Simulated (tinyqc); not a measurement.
Inside a calculation. Method: MP2 on RHF in the 3-21g basis, for H3+, spin multiplicity 1. Computed by tinyqc, a small Python program that keeps every step (integrals from PySCF). Settings: charge = 1, multiplicity = 1, basis = 3-21g, method = RHF, energy threshold = 1e-10, iteration cap = 53, orthogonalisation = symmetric, start = core, DIIS depth = 6. Command: `OMP_NUM_THREADS=1 python tinyqc.py 31956 31957 out.jsonl` (the two numbers bound the seeds that draw the settings). One thread of a shared host (Intel(R) Xeon(R) Processor @ 2.60GHz), about 0.07 s of CPU time with the checks. Later iterations appear only in the table of the cycle.

## One-electron integrals

Geometry (angstrom):
```
atom         x         y         z
H     0.000000  0.000000  0.000000
H     0.000000  0.000000  0.841000
H     0.000000  0.728000  0.421000
```

Basis 3-21g: exponents (1/bohr^2) and contraction coefficients of normalised primitives:
```
element  l (shell)  exponent  coefficient
H            s (1)  5.447178     0.156285
H            s (1)  0.824547     0.904691
H            s (2)  0.183192     1.000000
```

Overlap, kinetic and nuclear-attraction integrals over the contracted functions; the nuclear repulsion is the sum of Za Zb / Rab.

nuclear repulsion = 1.88809568 hartree

overlap S, lower triangle:
```
          1H 1s     1H 2s     2H 1s     2H 2s     3H 1s     3H 2s
1H 1s  1.000000
1H 2s  0.645899  1.000000
2H 1s  0.314683  0.440821  1.000000
2H 2s  0.440821  0.793463  0.645899  1.000000
3H 1s  0.314710  0.440835  0.315124  0.441035  1.000000
3H 2s  0.440835  0.793478  0.441035  0.793696  0.645899  1.000000
```

kinetic energy T (hartree), lower triangle:
```
          1H 1s     1H 2s     2H 1s     2H 2s     3H 1s     3H 2s
1H 1s  1.549405
1H 2s  0.293152  0.274788
2H 1s  0.097152  0.148973  1.549405
2H 2s  0.148973  0.184406  0.293152  0.274788
3H 1s  0.097184  0.148981  0.097665  0.149109  1.549405
3H 2s  0.148981  0.184412  0.149109  0.184503  0.293152  0.274788
```

nuclear attraction V (hartree), lower triangle:
```
           1H 1s      1H 2s      2H 1s      2H 2s      3H 1s      3H 2s
1H 1s  -2.975374
1H 2s  -1.576953  -1.722879
2H 1s  -0.928786  -1.123403  -2.975736
2H 2s  -1.123297  -1.444739  -1.577157  -1.723027
3H 1s  -0.928875  -1.123444  -0.930211  -1.123950  -2.975760
3H 2s  -1.123330  -1.444765  -1.123943  -1.445149  -1.577170  -1.723037
```

core Hamiltonian H = T + V (hartree), lower triangle:
```
           1H 1s      1H 2s      2H 1s      2H 2s      3H 1s      3H 2s
1H 1s  -1.425969
1H 2s  -1.283801  -1.448091
2H 1s  -0.831634  -0.974430  -1.426331
2H 2s  -0.974324  -1.260333  -1.284005  -1.448239
3H 1s  -0.831691  -0.974463  -0.832546  -0.974841  -1.426356
3H 2s  -0.974349  -1.260352  -0.974834  -1.260646  -1.284018  -1.448249
```

## Two-electron integrals

Functions are numbered as in S; the eight-fold symmetry (ij|kl) = (ji|kl) = (kl|ij) leaves the list below.

Two-electron integrals (ij|kl) in chemists' order, unique and non-zero (hartree):
```
(11|11) 1.140145   (21|11) 0.611403   (21|21) 0.345152   (22|11) 0.626370
(22|21) 0.380329   (22|22) 0.482957   (31|11) 0.286130   (31|21) 0.163646
(31|22) 0.183349   (31|31) 0.103156   (32|11) 0.292812   (32|21) 0.178085
(32|22) 0.223830   (32|31) 0.119595   (32|32) 0.160135   (33|11) 0.609996
(33|21) 0.379917   (33|22) 0.495536   (33|31) 0.286130   (33|32) 0.409375
(33|33) 1.140145   (41|11) 0.409375   (41|21) 0.232109   (41|22) 0.257635
(41|31) 0.119595   (41|32) 0.133220   (41|33) 0.292812   (41|41) 0.160135
(42|11) 0.466497   (42|21) 0.285300   (42|22) 0.368932   (42|31) 0.154685
(42|32) 0.200838   (42|33) 0.466497   (42|41) 0.200838   (42|42) 0.304062
(43|11) 0.379917   (43|21) 0.235397   (43|22) 0.308424   (43|31) 0.163646
(43|32) 0.232109   (43|33) 0.611403   (43|41) 0.178085   (43|42) 0.285300
(43|43) 0.345152   (44|11) 0.495536   (44|21) 0.308424   (44|22) 0.417765
(44|31) 0.183349   (44|32) 0.257635   (44|33) 0.626370   (44|41) 0.223830
(44|42) 0.368932   (44|43) 0.380329   (44|44) 0.482957   (51|11) 0.286159
(51|21) 0.163662   (51|22) 0.183366   (51|31) 0.087178   (51|32) 0.097527
(51|33) 0.212785   (51|41) 0.114563   (51|42) 0.145421   (51|43) 0.130132
(51|44) 0.163354   (51|51) 0.103174   (52|11) 0.292827   (52|21) 0.178094
(52|22) 0.223839   (52|31) 0.097523   (52|32) 0.121428   (52|33) 0.273329
(52|41) 0.126377   (52|42) 0.183672   (52|43) 0.168060   (52|44) 0.216320
(52|51) 0.119610   (52|52) 0.160144   (53|11) 0.212975   (53|21) 0.130258
(53|22) 0.163537   (53|31) 0.087278   (53|32) 0.114721   (53|33) 0.286595
(53|41) 0.097627   (53|42) 0.145602   (53|43) 0.163903   (53|44) 0.183621
(53|51) 0.087285   (53|52) 0.114723   (53|53) 0.103450   (54|11) 0.273332
(54|21) 0.168073   (54|22) 0.216370   (54|31) 0.097560   (54|32) 0.126456
(54|33) 0.293060   (54|41) 0.121449   (54|42) 0.183749   (54|43) 0.178226
(54|44) 0.223978   (54|51) 0.114609   (54|52) 0.158185   (54|53) 0.119831
(54|54) 0.160291   (55|11) 0.610017   (55|21) 0.379928   (55|22) 0.495545
(55|31) 0.212772   (55|32) 0.273323   (55|33) 0.610320   (55|41) 0.273241
(55|42) 0.415049   (55|43) 0.380090   (55|44) 0.495668   (55|51) 0.286159
(55|52) 0.409388   (55|53) 0.286595   (55|54) 0.409584   (55|55) 1.140145
(61|11) 0.409388   (61|21) 0.232116   (61|22) 0.257643   (61|31) 0.114555
(61|32) 0.126375   (61|33) 0.273241   (61|41) 0.158110   (61|42) 0.197028
(61|43) 0.168014   (61|44) 0.216285   (61|51) 0.119610   (61|52) 0.133230
(61|53) 0.097629   (61|54) 0.126424   (61|55) 0.292827   (61|61) 0.160144
(62|11) 0.466508   (62|21) 0.285306   (62|22) 0.368939   (62|31) 0.145411
(62|32) 0.183668   (62|33) 0.415051   (62|41) 0.197027   (62|42) 0.292753
(62|43) 0.256981   (62|44) 0.343175   (62|51) 0.154702   (62|52) 0.200849
(62|53) 0.145604   (62|54) 0.197114   (62|55) 0.466508   (62|61) 0.200849
(62|62) 0.304073   (63|11) 0.273326   (63|21) 0.168070   (63|22) 0.216368
(63|31) 0.114598   (63|32) 0.158180   (63|33) 0.409584   (63|41) 0.126418
(63|42) 0.197110   (63|43) 0.232225   (63|44) 0.257762   (63|51) 0.097567
(63|52) 0.126459   (63|53) 0.119831   (63|54) 0.133377   (63|55) 0.293060
(63|61) 0.121450   (63|62) 0.183750   (63|63) 0.160291   (64|11) 0.415083
(64|21) 0.257006   (64|22) 0.343226   (64|31) 0.145441   (64|32) 0.197085
(64|33) 0.466671   (64|41) 0.183692   (64|42) 0.292820   (64|43) 0.285404
(64|44) 0.369057   (64|51) 0.145453   (64|52) 0.197090   (64|53) 0.154949
(64|54) 0.201001   (64|55) 0.466671   (64|61) 0.183697   (64|62) 0.292825
(64|63) 0.201001   (64|64) 0.304240   (65|11) 0.379928   (65|21) 0.235403
(65|22) 0.308429   (65|31) 0.130124   (65|32) 0.168056   (65|33) 0.380090
(65|41) 0.168013   (65|42) 0.256979   (65|43) 0.235490   (65|44) 0.308498
(65|51) 0.163662   (65|52) 0.232116   (65|53) 0.163903   (65|54) 0.232225
(65|55) 0.611403   (65|61) 0.178094   (65|62) 0.285306   (65|63) 0.178226
(65|64) 0.285404   (65|65) 0.345152   (66|11) 0.495545   (66|21) 0.308429
(66|22) 0.417770   (66|31) 0.163341   (66|32) 0.216315   (66|33) 0.495668
(66|41) 0.216282   (66|42) 0.343171   (66|43) 0.308498   (66|44) 0.417837
(66|51) 0.183366   (66|52) 0.257643   (66|53) 0.183621   (66|54) 0.257762
(66|55) 0.626370   (66|61) 0.223839   (66|62) 0.368939   (66|63) 0.223978
(66|64) 0.369057   (66|65) 0.380329   (66|66) 0.482957
```

## Orthogonalisation

S = U s U^T; symmetric (Loewdin) form X = U s^(-1/2) U^T, so that X^T S X = 1.

eigenvalues of S: 0.130587  0.130740  0.507446  0.760593  0.761311  3.709323

X, lower triangle:
```
           1H 1s      1H 2s      2H 1s      2H 2s      3H 1s     3H 2s
1H 1s   1.258661
1H 2s  -0.491958   1.990341
2H 1s  -0.082354   0.034952   1.258722
2H 2s   0.034916  -0.580465  -0.491983   1.991072
3H 1s  -0.082375   0.034958  -0.082683   0.035011   1.258726
3H 2s   0.034920  -0.580523   0.035009  -0.581391  -0.491985  1.991121
```

## Starting guess

The start is the orbitals of the core Hamiltonian; D = 2 C_occ C_occ^T.

D at the start, lower triangle:
```
          1H 1s     1H 2s     2H 1s     2H 2s     3H 1s     3H 2s
1H 1s  0.256956
1H 2s  0.066407  0.017162
2H 1s  0.257134  0.066453  0.257311
2H 2s  0.066446  0.017172  0.066491  0.017182
3H 1s  0.257146  0.066456  0.257323  0.066494  0.257335
3H 2s  0.066448  0.017173  0.066494  0.017183  0.066497  0.017183
```

## Iteration 1: building the Fock matrix

J_ij = sum D_kl (ij|kl), K_ij = sum D_kl (ik|jl); F = H + J - 0.5 K; E = tr D H + tr D J / 2 - 0.25 tr D K + E_nn.

Coulomb J (hartree), lower triangle:
```
          1H 1s     1H 2s     2H 1s     2H 2s     3H 1s     3H 2s
1H 1s  1.526513
1H 2s  0.895736  1.066591
2H 1s  0.518102  0.640221  1.527064
2H 2s  0.640090  0.889748  0.895998  1.066761
3H 1s  0.518151  0.640249  0.518888  0.640541  1.527101
3H 2s  0.640109  0.889766  0.640532  0.890034  0.896015  1.066773
```

exchange K (hartree), lower triangle:
```
          1H 1s     1H 2s     2H 1s     2H 2s     3H 1s     3H 2s
1H 1s  1.013842
1H 2s  0.822282  0.759027
2H 1s  0.753901  0.755871  1.014873
2H 2s  0.755577  0.737904  0.822906  0.759352
3H 1s  0.753944  0.755906  0.754583  0.756133  1.014941
3H 2s  0.755592  0.737917  0.756114  0.738106  0.822947  0.759373
```

Fock matrix F (hartree), lower triangle:
```
           1H 1s      1H 2s      2H 1s      2H 2s      3H 1s      3H 2s
1H 1s  -0.406377
1H 2s  -0.799205  -0.761014
2H 1s  -0.690482  -0.712145  -0.406704
2H 2s  -0.712023  -0.739537  -0.799460  -0.761154
3H 1s  -0.690512  -0.712167  -0.690950  -0.712367  -0.406726
3H 2s  -0.712036  -0.739545  -0.712359  -0.739664  -0.799477  -0.761164
```

total energy of this density = -1.24188614 hartree

## Iteration 1: diagonalisation and new density

Diagonalise F' = X^T F X, C = X C', fill 1 alpha and 1 beta electrons from the bottom; D = 2 C_occ C_occ^T. Each column has its largest component positive (the first on a tie).

F' = X^T F X (hartree), lower triangle:
```
           1          2          3          4          5         6
1   0.257160
2  -0.598848   0.014334
3  -0.370790  -0.102385   0.257182
4  -0.102383  -0.158411  -0.598928   0.014415
5  -0.370831  -0.102385  -0.371446  -0.102369   0.257183
6  -0.102382  -0.158414  -0.102369  -0.158453  -0.598933  0.014420
```

orbital energies (hartree): MO1 -1.202486, MO2 -0.145865, MO3 -0.145604, MO4 0.415153, MO5 0.946392, MO6 0.947103

coefficients C:
```
            MO1        MO2        MO3        MO4        MO5        MO6
1H 1s  0.308645   0.229158  -0.006377   0.602236  -1.153567   0.032169
1H 2s  0.137105   1.533745  -0.042786  -0.518789   1.495322  -0.041687
2H 1s  0.308772  -0.120184  -0.195129   0.602410   0.604282   0.983148
2H 2s  0.137138  -0.803660  -1.308100  -0.519703  -0.783518  -1.274372
3H 1s  0.308780  -0.109122   0.201518   0.602422   0.548617  -1.015261
3H 2s  0.137140  -0.729648   1.350849  -0.519764  -0.711354   1.316021
```

D after iteration 1, lower triangle:
```
          1H 1s     1H 2s     2H 1s     2H 2s     3H 1s     3H 2s
1H 1s  0.190523
1H 2s  0.084633  0.037595
2H 1s  0.190602  0.084668  0.190680
2H 2s  0.084654  0.037605  0.084689  0.037614
3H 1s  0.190607  0.084670  0.190685  0.084691  0.190690
3H 2s  0.084655  0.037605  0.084690  0.037614  0.084692  0.037615
```

## Iteration 6 (converged): orbitals

converged F (hartree), lower triangle:
```
           1H 1s      1H 2s      2H 1s      2H 2s      3H 1s      3H 2s
1H 1s  -0.435285
1H 2s  -0.825997  -0.806369
2H 1s  -0.688749  -0.731263  -0.435611
2H 2s  -0.731147  -0.781240  -0.826239  -0.806520
3H 1s  -0.688777  -0.731284  -0.689199  -0.731483  -0.435633
3H 2s  -0.731160  -0.781248  -0.731475  -0.781375  -0.826255  -0.806530
```

As before.

F' = X^T F X (hartree), lower triangle:
```
           1          2          3          4          5          6
1   0.229198
2  -0.604748  -0.009446
3  -0.353478  -0.106324   0.229190
4  -0.106318  -0.170291  -0.604800  -0.009402
5  -0.353516  -0.106323  -0.354091  -0.106299   0.229189
6  -0.106316  -0.170294  -0.106299  -0.170340  -0.604803  -0.009399
```

orbital energies (hartree): MO1 -1.234033, MO2 -0.169521, MO3 -0.169275, MO4 0.405803, MO5 0.912860, MO6 0.913495

coefficients C:
```
            MO1        MO2        MO3        MO4        MO5        MO6
1H 1s  0.298135   0.246173  -0.006855   0.607443  -1.150090   0.032082
1H 2s  0.146117   1.511491  -0.042178  -0.516289   1.517825  -0.042327
2H 1s  0.298252  -0.129079  -0.209633   0.607716   0.602418   0.980156
2H 2s  0.146143  -0.792035  -1.289121  -0.517259  -0.795276  -1.293555
3H 1s  0.298260  -0.117193   0.216496   0.607734   0.546908  -1.012174
3H 2s  0.146145  -0.719072   1.331267  -0.517323  -0.722010   1.335838
```

D after iteration 6, lower triangle:
```
          1H 1s     1H 2s     2H 1s     2H 2s     3H 1s     3H 2s
1H 1s  0.177769
1H 2s  0.087125  0.042701
2H 1s  0.177839  0.087160  0.177909
2H 2s  0.087141  0.042708  0.087175  0.042716
3H 1s  0.177844  0.087162  0.177914  0.087177  0.177918
3H 2s  0.087142  0.042709  0.087176  0.042716  0.087178  0.042717
```

## Convergence

Stop when the energy changes by less than 1e-10 hartree and every element of the error matrix X^T (F D S - S D F) X is below 3e-06.

Course of the cycle:
```
iteration  E (hartree)     change  largest element of the error matrix
1          -1.24188614          -                             9.10e-02
2          -1.26920385  -2.73e-02                             1.58e-02
3          -1.27003024  -8.26e-04                             1.28e-04
4          -1.27003029  -5.26e-08                             1.43e-05
5          -1.27003029  -6.73e-10                             4.34e-07
6          -1.27003029  -3.79e-13                             2.69e-07
```

PySCF RHF in the same basis = -1.27003029 hartree

Converged in 6 iterations.

## Populations, bond orders and dipole

Mulliken: Z minus the diagonal of D S on the atom; Loewdin: the same with S^(1/2) D S^(1/2); Mayer order: 2 sum_s sum (D(s) S)_ij (D(s) S)_ji over the two atoms.

Charges (e):
```
atom  Mulliken   Loewdin
1H    0.333600  0.333594
2H    0.333213  0.333216
3H    0.333187  0.333190
```

Mayer bond orders:
```
pair     order
2-1   0.444347
3-1   0.444364
3-2   0.444622
```

dipole moment about the origin, x y z (debye): 0.000000  1.165045  2.019733

## Integrals over molecular orbitals

(pq|rs) = sum C_ip C_jq C_kr C_ls (ij|kl), one index at a time.

one-electron integrals over orbitals h = C^T H C (hartree), lower triangle:
```
           1          2          3          4          5          6
1  -1.924093
2   0.000074  -1.044342
3  -0.000006   0.000000  -1.044020
4  -0.146292   0.000045  -0.000004  -0.511596
5  -0.000039   0.239823   0.000000  -0.000079  -0.207842
6   0.000003   0.000000   0.239810   0.000007   0.000000  -0.207519
```

Two-electron integrals over orbitals (pq|rs), unique and non-zero (hartree):
```
(11|11) 0.690060    (21|11) -0.000074   (21|21) 0.089508    (22|11) 0.482164
(22|21) 0.036486    (22|22) 0.440236    (31|11) 0.000006    (31|22) -0.003054
(31|31) 0.089445    (32|21) -0.003057   (32|22) -2.84e-06   (32|31) -0.036446
(32|32) 0.033396    (33|11) 0.482095    (33|21) -0.036484   (33|22) 0.373321
(33|31) 0.003054    (33|32) 2.84e-06    (33|33) 0.440125    (41|11) 0.146292
(41|21) -0.000031   (41|22) 0.054162    (41|31) 2.62e-06    (41|33) 0.054123
(41|41) 0.075736    (42|11) -0.000038   (42|21) -0.015908   (42|22) -0.009731
(42|32) 0.000814    (42|33) 0.009702    (42|41) -0.000031   (42|42) 0.036766
(43|11) 3.19e-06    (43|22) 0.000816    (43|31) -0.015956   (43|32) 0.009722
(43|33) -0.000813   (43|41) 2.58e-06    (43|43) 0.036798    (44|11) 0.496568
(44|21) -0.000073   (44|22) 0.393529    (44|31) 0.000006    (44|33) 0.393531
(44|41) 0.069835    (44|42) 1.27e-06    (44|43) -1.10e-07   (44|44) 0.407089
(51|11) 0.000039    (51|21) -0.078438   (51|22) -0.032773   (51|32) 0.002744
(51|33) 0.032735    (51|41) 0.000029    (51|42) -0.018983   (51|44) 0.000040
(51|51) 0.104872    (52|11) -0.159131   (52|21) -0.030185   (52|22) -0.084056
(52|31) 0.002527    (52|32) 6.78e-07    (52|33) -0.064777   (52|41) -0.065406
(52|42) -0.007577   (52|43) 0.000633    (52|44) -0.079735   (52|51) 0.040465
(52|52) 0.093793    (53|11) 8.24e-09    (53|21) 0.002528    (53|22) 6.80e-07
(53|31) 0.030150    (53|32) -0.009593   (53|33) -6.70e-07   (53|42) 0.000636
(53|43) 0.007568    (53|51) -0.003387   (53|52) -1.46e-06   (53|53) 0.021930
(54|11) 0.000054    (54|21) -0.076401   (54|22) -0.031522   (54|32) 0.002641
(54|33) 0.031506    (54|41) 0.000028    (54|42) 0.010008    (54|44) 0.000062
(54|51) 0.076422    (54|52) 0.029071    (54|53) -0.002434   (54|54) 0.079687
(55|11) 0.612787    (55|21) 0.066048    (55|22) 0.486182    (55|31) -0.005526
(55|32) -4.48e-06   (55|33) 0.413279    (55|41) 0.127620    (55|42) 0.005800
(55|43) -0.000484   (55|44) 0.458201    (55|51) -0.081162   (55|52) -0.171922
(55|53) 3.55e-06    (55|54) -0.067780   (55|55) 0.649485    (61|11) -3.26e-06
(61|21) -6.16e-09   (61|22) 0.002746    (61|31) -0.078425   (61|32) 0.032758
(61|33) -0.002743   (61|41) -2.39e-06   (61|43) -0.018948   (61|44) -3.39e-06
(61|52) -0.003390   (61|53) -0.040419   (61|55) 0.006797    (61|61) 0.104925
(62|11) -1.16e-08   (62|21) 0.002533    (62|22) 6.74e-07    (62|31) 0.030208
(62|32) -0.009625   (62|33) -6.83e-07   (62|41) -5.50e-09   (62|42) 0.000636
(62|43) 0.007568    (62|44) -6.08e-09   (62|51) -0.003392   (62|52) -1.45e-06
(62|53) 0.020449    (62|54) -0.002439   (62|55) 3.54e-06    (62|61) -0.040482
(62|62) 0.021978    (63|11) -0.159118   (63|21) 0.030216    (63|22) -0.064795
(63|31) -0.002530   (63|32) -6.78e-07   (63|33) -0.083984   (63|41) -0.065401
(63|42) 0.007595    (63|43) -0.000635   (63|44) -0.079739   (63|51) -0.040444
(63|52) 0.051327    (63|53) 1.45e-06    (63|54) -0.029080   (63|55) -0.109645
(63|61) 0.003388    (63|62) 1.46e-06    (63|63) 0.093738    (64|11) -4.53e-06
(64|21) -6.47e-09   (64|22) 0.002640    (64|31) -0.076366   (64|32) 0.031495
(64|33) -0.002638   (64|41) -2.33e-06   (64|43) 0.010035    (64|44) -0.000005
(64|52) -0.002436   (64|53) -0.029047   (64|55) 0.005674    (64|61) 0.076457
(64|62) -0.029102   (64|63) 0.002437    (64|64) 0.079691    (65|21) -0.005536
(65|22) -4.48e-06   (65|31) -0.065967   (65|32) 0.036348    (65|33) 4.47e-06
(65|42) -0.000489   (65|43) -0.005810   (65|44) 5.46e-09    (65|51) 0.006800
(65|52) 3.54e-06    (65|53) -0.031046   (65|54) 0.005680    (65|55) -0.000012
(65|61) 0.081101    (65|62) -0.031104   (65|63) -3.54e-06   (65|64) 0.067723
(65|65) 0.073158    (66|11) 0.612970    (66|21) -0.066091   (66|22) 0.413415
(66|31) 0.005529    (66|32) 4.48e-06    (66|33) 0.486116    (66|41) 0.127702
(66|42) -0.005869   (66|43) 0.000490    (66|44) 0.458340    (66|51) 0.081137
(66|52) -0.109734   (66|53) -3.53e-06   (66|54) 0.067787    (66|55) 0.502986
(66|61) -0.006794   (66|62) -3.56e-06   (66|63) -0.171924   (66|64) -0.005675
(66|65) 0.000012    (66|66) 0.649666
```

## Second-order Moller-Plesset energy

Hartree-Fock energy = -1.27003029 hartree

E2 = sum_ijab (ia|jb) [2 (ia|jb) - (ib|ja)] / (e_i + e_j - e_a - e_b) over occupied i, j and virtual a, b; the opposite-spin part is (ia|jb)^2 / denominator, the rest is same-spin, and SCS-MP2 scales them by 6/5 and 1/3.

Terms:
```
i  j  a  b    (ia|jb)    (ib|ja)  denominator       term
1  1  2  2   0.089508   0.089508    -2.129023  -0.003763
1  1  3  3   0.089445   0.089445    -2.129516  -0.003757
1  1  6  6   0.104925   0.104925    -4.295056  -0.002563
1  1  5  5   0.104872   0.104872    -4.293786  -0.002561
1  1  2  5  -0.078438  -0.078438    -3.211405  -0.001916
1  1  5  2  -0.078438  -0.078438    -3.211405  -0.001916
1  1  3  6  -0.078425  -0.078425    -3.212286  -0.001915
1  1  6  3  -0.078425  -0.078425    -3.212286  -0.001915
1  1  4  4   0.075736   0.075736    -3.279672  -0.001749
1  1  4  2  -0.000031  -0.000031    -2.704348  -3.63e-10
1  1  2  4  -0.000031  -0.000031    -2.704348  -3.63e-10
1  1  5  4   0.000029   0.000029    -3.786729  -2.16e-10
1  1  4  5   0.000029   0.000029    -3.786729  -2.16e-10
1  1  3  4   2.62e-06   2.62e-06    -2.704594          0
1  1  4  3   2.62e-06   2.62e-06    -2.704594          0
1  1  4  6  -2.39e-06  -2.39e-06    -3.787364          0
1  1  6  4  -2.39e-06  -2.39e-06    -3.787364          0
1  1  2  6  -6.16e-09  -6.16e-09    -3.212040          0
1  1  6  2  -6.16e-09  -6.16e-09    -3.212040          0
```

Pair energies (hartree; pair i-j sums ij and ji):
```
pair  opposite spin  same spin
1-1       -0.022055          0
```

MP2 correlation energy = -0.02205451 hartree

SCS-MP2 correlation energy = -0.02646541 hartree

MP2 total energy = -1.29208480 hartree
